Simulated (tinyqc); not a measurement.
The basis set: RHF and MP2 along a ladder of basis sets, for H4, spin multiplicity 1. Computed by the program tinyqc with PySCF. Same geometry throughout; the dipole is taken about the origin.

Geometry (angstrom):
```
atom       x       y       z
H     0.0000  0.0000  0.0000
H     0.0000  0.0000  0.7780
H     0.0000  0.0000  1.6150
H     0.0000  0.0000  2.3930
```

RHF and frozen-core MP2 in a ladder of bases:
```
basis        functions  E(RHF) (hartree)  E(MP2 corr) (hartree)  HOMO (eV)  LUMO (eV)  dipole (debye)
sto-3g               4         -2.136670              -0.029107   -11.7561    12.4245          0.0000
6-31g                8         -2.177652              -0.038500   -12.5108     5.5455          0.0000
6-31g**             20         -2.184003              -0.060452   -12.5250     5.5484          0.0000
cc-pvdz             20         -2.178335              -0.061550   -12.4924     4.7333          0.0000
aug-cc-pvdz         36         -2.179078              -0.064441   -12.5194     1.2841          0.0000
cc-pvtz             56         -2.187553              -0.073248   -12.5451     4.0149          0.0000
```

Estimate the missing row, basis = 3-21g.

Computed row:
```
basis  functions  E(RHF) (hartree)  E(MP2 corr) (hartree)  HOMO (eV)  LUMO (eV)  dipole (debye)
3-21g          8         -2.170891              -0.038326   -12.4257     6.0319          0.0000
```

From cc-pVDZ to cc-pVTZ the RHF energy falls by 9.2 mhartree and the correlation energy by 11.7. If valence correlation converges as X^-3, (27 E(T) - 8 E(D))/19 gives -0.0782 hartree, a rough estimate from such small X that usually falls short; STO-3G holds about 37 % of it. Beyond STO-3G the LUMO moves by 4.7 eV and the HOMO by 0.1 eV; diffuse functions lower the positive LUMO sharply, since an unbound virtual level tracks the most diffuse function.
